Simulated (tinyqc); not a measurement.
Lattice vibrations of a chain, step by step. Computed by tinyqc, a small Python program that keeps every step. Command: `OMP_NUM_THREADS=1 python tinyqc.py 31277 31278 out.jsonl` (the two numbers bound the seeds that draw the settings). One thread of a shared host (Intel(R) Xeon(R) Processor @ 2.60GHz), about 0.01 s of CPU time with the checks.

## Dynamical matrix at q = 0.21

A chain moving along its axis:
```
atom   mass (u)  spring to the next atom (eV/angstrom^2)
1     63.000000                                15.700000
2     84.600000                                 8.500000
```

q is in units of 2 pi/a. A spring k from atom i to atom j, n cells on, adds k to Phi_ii and Phi_jj, -k exp(2 pi i q n) to Phi_ij and the conjugate to Phi_ji (for one atom a cell: 2k (1 - cos 2 pi q n)); D_ij = Phi_ij / sqrt(m_i m_j).

D(q) (eV/(angstrom^2 u)):
$$\begin{pmatrix}
0.384127 & -0.244007+0.112772i \\
-0.244007-0.112772i & 0.286052
\end{pmatrix}$$

## Frequencies

omega^2 are the eigenvalues; wavenumber = 521.4708 sqrt(eigenvalue) 1/cm.

eigenvalues: [0.061847, 0.608332]

wavenumbers (1/cm): [129.7, 406.7]

weights |e|^2 of the mass-weighted modes, order atom 1, atom 2:
$$\begin{pmatrix}
0.410268 & 0.589732 \\
0.589732 & 0.410268
\end{pmatrix}$$

## Dispersion and heat capacity

C/k_B per atom = mean over q = (j + 1/2)/80, j = 0..39 and all branches of y^2 e^y/(e^y - 1)^2, y = hc wavenumber / k_B T.

Wavenumbers (1/cm):
```
q           branch 1    branch 2
0.000000    0.000000  426.899284
0.062500   39.497629  425.068154
0.125000   78.482758  419.622992
0.187500  116.408740  410.721321
0.250000  152.635225  398.679679
0.312500  186.288452  384.108853
0.375000  215.883634  368.289635
0.437500  238.297856  354.199281
0.500000  247.326825  347.954653
```

Heat capacity:
```
T (K)  C/k_B per atom
20           0.072687
50           0.189420
100          0.400711
200          0.715437
300          0.850205
600          0.958052
1200         0.989194
```

zero-point energy per atom = 16.670605 meV
